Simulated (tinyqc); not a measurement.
## Body thickness for a wanted scale length

Inverse problem. A double-gate structure has tan(pi ti/Lambda) tan(pi ts/(2 Lambda)) = ei/eps_r, both angles below pi/2. Find ts.

Values chosen for this exercise; permittivities: semiconductor made up, insulator close to that of silicon dioxide:

| symbol | value | unit | meaning |
|---|---|---|---|
| eps_r | 11.6 |  | relative permittivity of the semiconductor |
| ei | 3.74 |  | relative permittivity of the insulator |
| ti | 0.89 | nm | insulator thickness |

Lambda = 11.611581 nm

Answer. The condition is explicit in ts: an arctangent, taken between 0 and pi/2.

ts = 6.80 nm

Program tinyqc, `OMP_NUM_THREADS=1 python tinyqc.py 2420016 2420017 out.jsonl`; Intel Xeon 2.30GHz, shared host, one thread, about 0.01 s.
